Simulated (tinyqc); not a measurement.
Inside a calculation. Method: one-electron ion in a basis of Gaussians. One step of it, computed by the program tinyqc.

Question. Generalised eigenproblem. Solve H C = S C e through S^(-1/2); each column has its largest component positive (the first on a tie).

H = T + V (hartree):
```
           1          2
1  -6.066359  -6.793679
2  -6.793679  -6.187657
```

S:
```
          1         2
1  1.000000  0.739246
2  0.739246  1.000000
```

Give: eigenvalues of S; eigenvalues; coefficients.

Answer.

eigenvalues of S: 0.2608  1.7392

eigenvalues (hartree): -7.4297  2.5575

coefficients:
```
        1        2
1  0.5237   1.3895
2  0.5486  -1.3799
```

For Z = 4 and l = 0 the exact lowest level is -Z^2/(2 n^2) with n = l + 1: -8.000000 hartree.
